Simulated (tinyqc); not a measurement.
Equilibrium and kinetic segregation of a solute to boundaries and growing surfaces: one step, computed by the program tinyqc.

Problem. Boundary energy. Gibbs adsorption for this isotherm in a dilute matrix: gamma = gamma_0 + Gam_0 [k_B T ln(1 - theta) + z w theta^2/2], Gam_0 = delta/Omega sites per area.

Inputs (values chosen for the exercise, modelled on arsenic in polycrystalline silicon): interaction z w (positive attracts) = 0.18 eV; temperature T = 975 K; boundary thickness delta = 0.62 nm; atomic volume Omega = 20.02 angstrom^3; clean boundary energy gamma_0 = 0.72 J/m^2.

Isotherm: Fowler-Guggenheim.

coverage theta = 0.2546440

Constants: 1 eV/angstrom^2 = 16.02176634 J/m^2; k_B = 8.617333262e-05 eV/K.

Give: Gam_0; boundary energy gamma.

Solution.

Gam_0 = 30.97 1/nm^2

boundary energy gamma = 0.6264 J/m^2

Segregation lowers gamma by 13 %, and the driving force of grain growth with it.
